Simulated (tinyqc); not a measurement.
Berg model of reactive sputtering of a nitride or oxide: poisoning, hysteresis and pumping speed. From one set of inputs to another, one input at a time. Computed by tinyqc, a small Python program. Command: `OMP_NUM_THREADS=1 python tinyqc.py 3017539 3017540 out.jsonl berg ladder`. One thread of a shared host (Intel(R) Xeon(R) Processor @ 2.30GHz), about 0.03 s of CPU time with the checks.

A diatomic gas reacts with bare metal on the target and on the collecting surfaces; ions remove metal and compound from the target. theta_t and theta_c are the compound fractions.

The inputs printed are set A. Set A is close to those used for aluminium nitride; the values taken over come from a set close to those used for tantalum nitride. Inputs not listed in the table keep their values of set A, so the rows need not describe a real material.

Inputs (values chosen for the exercise, close to those used for aluminium nitride):
```
quantity,value,unit
ion current density J,36,mA/cm^2
target area A_t,190,cm^2
collecting area A_c,5100,cm^2
metal yield Y_m,0.78,-
compound yield Y_c,0.15,-
sticking coefficient alpha,0.59,-
reactive atoms per metal atom z,1,-
gas mass M,28,u
pumping speed S,210,l/s
gas temperature T,300,K
reactive partial pressure P,0.044,Pa
```

Constants: e = 1.602176634e-19 C; u = 1.6605390666e-27 kg; k_B = 1.380649e-23 J/K.

Method. Ion flux j = J/e; gas flux F = P/sqrt(2 pi M k_B T). Target: (2/z) alpha F (1 - theta_t) = j Y_c theta_t. Sputtered flows F_c = j Y_c theta_t A_t, F_m = j Y_m (1 - theta_t) A_t. Collector: (2/z) alpha F (1 - theta_c) A_c + F_c (1 - theta_c) = F_m theta_c. Gas use Q = alpha F [(1 - theta_t) A_t + (1 - theta_c) A_c] + P S/(k_B T); 1 sccm = 4.4780e17 molecules/s. Rate R = F_m + F_c, given relative to j Y_m A_t. P is a single-valued function of the flow Q only if dQ/dP > 0 everywhere: S must exceed k_B T times the steepest fall of the surface terms with P.

Each row keeps all changes above it:
```
input moved,from,to,critical pumping speed (l/s),total flow Q (sccm),rate relative to clean metal
set A,-,-,791.49,17.563,0.34110
sticking coefficient alpha,0.59,0.74,992.71,16.652,0.31554
collecting area A_c (cm^2),5100,2100,550.41,16.566,0.31554
reactive partial pressure P (Pa),0.044,0.098,550.41,20.466,0.25271
pumping speed S (l/s),210,120,550.41,15.710,0.25271
target area A_t (cm^2),190,71,392.93,9.848,0.25271
metal yield Y_m,0.78,0.47,232.00,9.437,0.37007
ion current density J (mA/cm^2),36,25,232.00,8.406,0.35534
```

Where does the difference come from?

Critical pumping speed goes from 791 to 232, a factor 0.293 in all. The largest single move comes from collecting area A_c (a factor 0.554), and sticking coefficient alpha works against it (a factor 1.25). Total flow Q goes from 17.6 to 8.41, a factor 0.479 in all. The largest single move comes from target area A_t (a factor 0.627), and reactive partial pressure P works against it (a factor 1.24). Rate relative to clean metal goes from 0.341 to 0.355, a factor 1.04 in all. The largest single move comes from metal yield Y_m (a factor 1.46), and reactive partial pressure P works against it (a factor 0.801). The single moves hold for this order of the switches; the total does not depend on the order.

Extremes, crossings and ranges named in words are read from the listed rows.
